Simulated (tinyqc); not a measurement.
What each parameter does: donor near an oxide interface in a gate field (two-state model).

Interface at z = 0 (hard wall), donor at z = d, field F pulling electrons to the interface: potential e F z; 1 kV/cm = 1e-5 eV/angstrom, c = hbar^2/2m0, q = e^2/(4 pi eps0), Q = (eps - eo)/(eps + eo). Donor state: E_D = e F d - ED - q Q/(4 eps d), the last term joining the images of ion and electron. Interface state: z exp(-b z/2) exp(-rho^2/(2 L^2)) with E_z = c b^2/(4 mz) + 3 e F/b + q Q b/(8 eps), minimised over b; in the plane at z = 3/b the ion (distance D = d - 3/b) and its image (D' = d + 3/b) give E_rho = c/(mt L^2) - (q/eps)(sqrt(pi)/L)[erfcx(D/L) + Q erfcx(D'/L)], erfcx(x) = exp(x^2) erfc(x), minimised over L. E_I = E_z + E_rho.

The two states couple by t = t0 exp(-D/aD) with t0 = q/(eps aD) (2 aD/L) sqrt(aD b/2) v, v a valley factor; this form is an estimate. With detuning u = E_D - E_I the splitting is sqrt(u^2 + 4 t^2) and the lower state has weight (1 - u/sqrt(u^2 + 4 t^2))/2 on the donor.

Constants: hbar^2/2m0 = 3.80998211 eV angstrom^2; e^2/(4 pi eps0) = 14.39964547 eV angstrom.

Values chosen for the exercise (near those of a donor in Si below SiO2, static dielectric constants; shifted at random, so the results belong to these values and not to a real crystal):
```
symbol  value  unit      meaning
d       130    angstrom  depth of the donor
ED      45.5   meV       bulk binding energy
mz      0.9    m0        mass across the interface
mt      0.188  m0        mass in the plane
eps     11.3             dielectric constant of the semiconductor
eo      3.9              dielectric constant of the oxide
aD      21.4   angstrom  donor radius
v       0.57             valley factor
```

Critical field (E_D = E_I), and t and L there.

One parameter was then changed.

Results before and after:
```
case,critical field (kV/cm),t (meV),L (angstrom)
base,52.2,0.188,95.2
changed,52.2,0.290,95.2
```

Which of these changes was made? (a) eps = 12; (b) mt = 0.216 m0; (c) aD = 23.5 angstrom; (d) ED = 51.5 meV; (e) mz = 0.765 m0; (f) d = 145 angstrom; (g) eo = 5.8.

Answer: (c) aD = 23.5 angstrom. Of the candidates, run in turn, only this one gives the changed row.

All candidates:
```
case,critical field (kV/cm),t (meV),L (angstrom)
base,52.2,0.188,95.2
d = 145 angstrom,45.7,0.0921,102.9
ED = 51.5 meV,58.7,0.177,95.9
aD = 23.5 angstrom,52.2,0.290,95.2
mz = 0.765 m0,53.4,0.198,94.6
mt = 0.216 m0,51.9,0.199,90.3
eo = 5.8,50.7,0.177,97.6
eps = 12,52.8,0.172,97.3
```

Computed by tinyqc, a small Python program: `OMP_NUM_THREADS=1 python tinyqc.py 1250212 1250213 out.jsonl` (the numbers bound the seed that draws the inputs); one thread of a shared host (Intel(R) Xeon(R) Processor @ 2.30GHz), about 0.1 s for the whole set of steps.
